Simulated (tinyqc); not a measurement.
## Thickness from two neighbouring fringes

Question. At normal incidence a transparent film with an index between those of air and substrate, taken as constant, has reflectance minima at 2 n1 d = (m + 1/2) lam (small phase shifts at the substrate neglected). Find d and the order m of the shorter wavelength.

Inputs (values chosen for the exercise): index of the transparent film n1 = 1.449.

wavelengths of two neighbouring reflectance minima (nm): 423  479.4

Solution. Neighbouring orders differ by one: 2 n1 d (1/lam1 - 1/lam2) = 1.

d = 1241 nm
m = 8

tinyqc, about 0.4 s, one thread, Intel Xeon 2.30GHz (shared host): `OMP_NUM_THREADS=1 python tinyqc.py 2870143 2870144 out.jsonl`
